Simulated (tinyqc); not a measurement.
Fermi-level pinning at a metal contact (Cowley-Sze model): one step of the calculation.

Interface states of density Ds lie behind a thin layer of thickness dl. Neglecting the depletion charge, the barrier for electrons is phi = S (pM - chi) + (1 - S) E0 with S = 1/(1 + q Ds dl/(eps0 ei)); the barrier for holes is Eg - phi.

Question. Barrier. Also the charge in the states, Ds (phi - E0), and the drop across the layer, pM - chi - phi.

Values chosen for this exercise; material values close to those of silicon:
```
symbol   value         unit                                                    meaning
Eg        1.12           eV                                                   band gap
chi       4.04           eV                                          electron affinity
Ds      2.6e13  cm^-2 eV^-1                                density of interface states
E0        0.39           eV  depth of their neutrality level below the conduction edge
dl        0.58           nm                           thickness of the interface layer
ei         2.2                                               its relative permittivity
pM        4.87           eV                                        metal work function
```

Constants: q = 1.602176634e-19 C, eps0 = 8.8541878128e-14 F/cm where lengths are in cm. Results are converted to the units shown.

Find: S; phi; barrier for holes; charge in the states; drop across the layer.

Answer.

S = 0.44636
phi = 0.58640 eV
barrier for holes = 0.53360 eV
charge in the states = 5.1064e12 cm^-2
drop across the layer = 0.24360 V

Computed by the program tinyqc: `OMP_NUM_THREADS=1 python tinyqc.py 2430160 2430161 out.jsonl`, one thread of a shared Intel Xeon 2.30GHz, about 0.01 s for the whole run.
